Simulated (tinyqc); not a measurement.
# Changing the donor density N_D

Model: charge neutrality of a doped semiconductor with incomplete ionisation. Computed by tinyqc, a small Python program. Command: `OMP_NUM_THREADS=1 python tinyqc.py 3015493 3015494 out.jsonl dopant sweep`. One thread of a shared host (Intel(R) Xeon(R) Processor @ 2.30GHz), about 0.07 s of CPU time with the checks.

Energies are counted from the top of the valence band; E_D is measured down from the conduction band and E_A up from the valence band.

Inputs (values chosen for the exercise, modelled on GaP):
```
quantity                             value  unit
gap at 0 K E_g0                        2.3    eV
Varshni alpha                     0.000584  eV/K
Varshni beta                           361     K
electron mass m_e                    0.504   m_0
valleys M_c                              3     -
hole mass m_h                        0.784   m_0
donor depth E_D                      0.107    eV
donor degeneracy g_D                     2     -
static dielectric constant eps_s      11.2     -
temperature T                          450     K
iteration cap                           60     -
```

Doping: n-type. Statistics of the bands: Fermi-Dirac. Solver: bisection. Start of Newton steps: intrinsic level E_i.

Constants: m_0 = 9.1093837015e-31 kg; k_B = 1.380649e-23 J/K; h = 6.62607015e-34 J s; k_B = 8.617333262e-05 eV/K.

Method:
- E_g = E_g0 - alpha T^2/(T + beta).
- N_c = 2 M_c (2 pi m_e k_B T/h^2)^(3/2) and N_v = 2 (2 pi m_h k_B T/h^2)^(3/2), masses in units of m_0.
- n_i = sqrt(N_c N_v) exp(-E_g/(2 k_B T)); E_i = E_g/2 + (k_B T/2) ln(N_v/N_c).
- n = N_c F_1/2((E_F - E_g)/k_B T), p = N_v F_1/2(-E_F/k_B T).
- F_1/2(eta) = (2/sqrt(pi)) int_0^infinity sqrt(x)/(1 + exp(x - eta)) dx, by the trapezoid rule in t = sqrt(x) with step 0.02 up to t = 12 (for eta < -12 by exp(eta) - exp(2 eta)/2^(3/2)).
- N_D+ = N_D/(1 + g_D exp((E_F - E_g + E_D)/k_B T)).
- Neutrality: p + N_D+ = n + N_A-; the log ratio is ln[(p + N_D+)/(n + N_A-)].
- Bisection of the log ratio between E = -0.3 and E_g + 0.3 eV; stop when |log ratio| < 1e-9.

One run for each value; columns: (1) donor density N_D (cm^-3); (2) majority density n (cm^-3); (3) ionised share of the donors; (4) distance of E_F from the majority band edge (eV); (5) minority density p (cm^-3):
```
(1)              (2)      (3)      (4)         (5)
1.20e+16  1.1909e+16  0.99246  0.32310  9.9535e-02
3.90e+16  3.8075e+16  0.97627  0.27802  3.1128e-02
1.20e+17  1.1199e+17  0.93325  0.23617  1.0577e-02
3.90e+17  3.2319e+17  0.82870  0.19501  3.6597e-03
1.20e+18  7.9470e+17  0.66225  0.15999  1.4833e-03
3.90e+18  1.8017e+18  0.46198  0.12797  6.4958e-04
1.20e+19  3.5852e+18  0.29877  0.10079  3.2231e-04
3.90e+19  6.9178e+18  0.17738  0.07439  1.6312e-04
1.20e+20  1.2422e+19  0.10352  0.05017  8.7355e-05
```

What does the table show, and why?

Over the rows, majority density n (cm^-3) rises from 1.19e16 to 1.24e19 (exponent d ln y / d ln x 0.99 between the first rows and 0.52 between the last); ionised share of the donors falls from 0.992 to 0.104 (exponent d ln y / d ln x -0.014 between the first rows and -0.48 between the last); distance of E_F from the majority band edge (eV) falls from 0.323 to 0.0502 (exponent d ln y / d ln x -0.13 between the first rows and -0.35 between the last). At the low end the exponent of majority density n is 0.99, close to 1: n is proportional to N_D, as under full ionisation and also in freeze-out with slight compensation. At the high end the exponent of majority density n is 0.52, close to 0.50: the exponent of weak ionisation without compensation, n = sqrt(n1 N_D). At the low end the exponent of minority density p is -0.99, close to -1: mass action, with a majority density proportional to N_D. The ionised share drops below one half once E_F passes E_g - E_D - k_B T ln g_D, between 1.20e18 and 3.90e18 cm^-3.

Caution (rows 3.90e19, 1.20e20): N^(1/3) a is above 0.2 for the radius a = e^2/(8 pi eps_0 eps_s E) of the dopant: near the Mott value, 0.26, the level broadens, and above it the level has merged with the band and all dopants are ionised, so such results of a fixed depth are only formal.

Extremes, crossings and ranges named in words are read from the listed rows.
